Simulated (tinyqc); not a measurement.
# Growth of a silicide layer between metal and silicon: linear-parabolic kinetics, ramp anneals and Kissinger analysis, step by step

A worked calculation. Computed by tinyqc, a small Python program that keeps every step. Command: `OMP_NUM_THREADS=1 python tinyqc.py 3025283 3025284 out.jsonl silicide walk`. One thread of a shared host (Intel(R) Xeon(R) Processor @ 2.30GHz), about 0.1 s of CPU time with the checks. Intermediate numbers are printed to about 6 digits and carried at full precision; extremes and crossings named in words are read from the listed rows.

One compound layer of thickness x grows by diffusion through itself and reaction at an interface, dx/dt = 1/(2x/K + 1/v), until the metal is used up at x = a h.

Inputs (values chosen for the exercise, modelled on Ni2Si): metal thickness h = 19 nm; silicide formed per metal thickness a = 1.47; silicon consumed per metal thickness b = 0.91; prefactor of the parabolic constant K = 3.6e+14 nm^2/s; activation energy E of K = 1.47 eV; prefactor of the interface velocity v = 1.3e+15 nm/s; activation energy E_v = 1.62 eV; temperature T = 275 C; time t = 290 s; ramp rate beta = 3 C/s; silicide resistivity = 24 micro-ohm cm; junction depth x_j = 84 nm.

Constants: k_B = 8.617333262e-05 eV/K.

## Final thickness

The silicide ends at the thickness a h.

final thickness = 27.93 nm

## Geometry at full reaction

Silicon consumed b h, sheet resistance rho/(final thickness) with 1 micro-ohm cm/nm = 10 ohm; margin to the junction x_j - b h.

silicon consumed = 17.29 nm

sheet resistance = 8.59291 ohm/square

margin to the junction = 66.71 nm

The layer takes 21 % of the junction depth; its surface lies 10.64 nm above the original silicon surface.

## Isothermal growth

K = K0 exp(-E/(k_B T)), v = v0 exp(-E_v/(k_B T)). Temperatures in kelvin are T(C) + 273.15. x^2/K + x/v = t, so x = (K/(2v)) [sqrt(1 + 4 v^2 t/K) - 1], capped at a h; completion time t_c = (a h)^2/K + a h/v, a h being the final thickness; crossover thickness K/v.

K = 10.9872 nm^2/s

v = 1.65732 nm/s

crossover thickness = 6.62953 nm

thickness at time t = 27.93 nm

completion time = 87.8516 s

The metal is used up. Diffusion makes up 81 % of the completion time.

## Ramp anneal

Ramp from x = 0 at 100 C at the rate beta: dx/dT = (1/beta)/(2x/K + 1/v), integrated adaptively (tolerance 1e-9) until x = a h at T_f.

completion temperature T_f = 324.530 C

## Kissinger analysis

Plot ln(beta/T_f^2) against 1/(k_B T_f), T_f in kelvin; minus the least-squares slope estimates the activation energy.

Ramps:
```
beta (C/s)  T_f (C)  1/(k_B T_f) (1/eV)  ln(beta/T_f^2)
0.03        247.118             22.3049        -16.0152
0.1         265.361             21.5493        -14.8802
0.3         283.158             20.8599        -13.8466
1           304.055             20.1047        -12.7164
3           324.530             19.4159        -11.6875
10          348.682             18.6618        -10.5628
30          372.462             17.9745         -9.5392
```

Kissinger energy = 1.49540 eV

A thousandfold faster ramp raises the completion temperature by only 125 C. The fit gives 1.495 eV, against E = 1.47 eV for diffusion and E_v = 1.62 eV for the interface: it lies 17 % of the way from E to E_v, as both steps resist. Caution: nucleation and competing phases are left out; disilicides such as CoSi2 and the low-resistance form of TiSi2 start by nucleation and follow this law at best in part.

Checks made by the program: isothermal closed form against integration (relative difference below 1e-10).
